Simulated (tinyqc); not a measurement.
Inside a calculation. Method: UHF in the sto-6g basis, for BeH+, spin multiplicity 1. This run ends on a higher stationary point, not on the lowest solution. Computed by tinyqc, a small Python program that keeps every step (integrals from PySCF). Settings: charge = 1, multiplicity = 1, basis = sto-6g, energy threshold = 1e-08, iteration cap = 52, orthogonalisation = canonical, start = Wolfsberg-Helmholz matrix, DIIS depth = 8, damping = 0.3, method = UHF, break = 0.2. Command: `OMP_NUM_THREADS=1 python tinyqc.py 22971 22972 out.jsonl` (the two numbers bound the seeds that draw the settings). One thread of a shared host (Intel(R) Xeon(R) Processor @ 2.60GHz), about 0.2 s of CPU time with the checks.

Geometry (angstrom):
```
atom       x       y       z
Be    0.0000  0.0000  0.0000
H     0.0000  0.0000  2.6150
```

Stop when the energy changes by less than 1e-08 hartree and every element of the error matrix X^T (F D S - S D F) X (for each spin) is below 3e-05.

Course of the cycle:
```
iteration  E (hartree)     change  largest element of the error matrix
1           -14.361504          -                             1.23e-01
2           -14.474181  -1.13e-01                             4.79e-02
3           -14.539291  -6.51e-02                             3.11e-02
4           -14.585624  -4.63e-02                             2.71e-02
5           -14.608943  -2.33e-02                             1.96e-02
6           -14.615773  -6.83e-03                             2.09e-02
7           -14.635136  -1.94e-02                             5.56e-03
8           -14.643213  -8.08e-03                             4.22e-03
9           -14.646692  -3.48e-03                             2.12e-03
10          -14.647833  -1.14e-03                             6.23e-04
11          -14.648237  -4.05e-04                             2.64e-04
12          -14.648384  -1.47e-04                             7.73e-05
13          -14.648432  -4.79e-05                             2.30e-05
14          -14.648447  -1.47e-05                             6.90e-06
15          -14.648451  -4.44e-06                             2.07e-06
16          -14.648453  -1.34e-06                             6.22e-07
17          -14.648453  -4.01e-07                             1.87e-07
18          -14.648453  -1.20e-07                             5.62e-08
19          -14.648453  -3.61e-08                             1.68e-08
20          -14.648453  -1.08e-08                             5.05e-09
21          -14.648453  -3.25e-09                             1.51e-09
```

Can the last value be used, and what does the course show?

No, though the log alone does not show it. Converged in 21 iterations. But the solution lies 0.08373 hartree above the reference: it is another stationary point, not the lowest one. Reruns (cap 100 unless said): DIIS 8: converged in 13 to a higher stationary point; damping 0.5: converged in 76 to a higher stationary point; level shift 0.5: converged in 84 to a higher stationary point; atomic densities as start, DIIS 8: converged in 11 to a higher stationary point. PySCF UHF in the same basis, after a stability check = -14.732184 hartree.
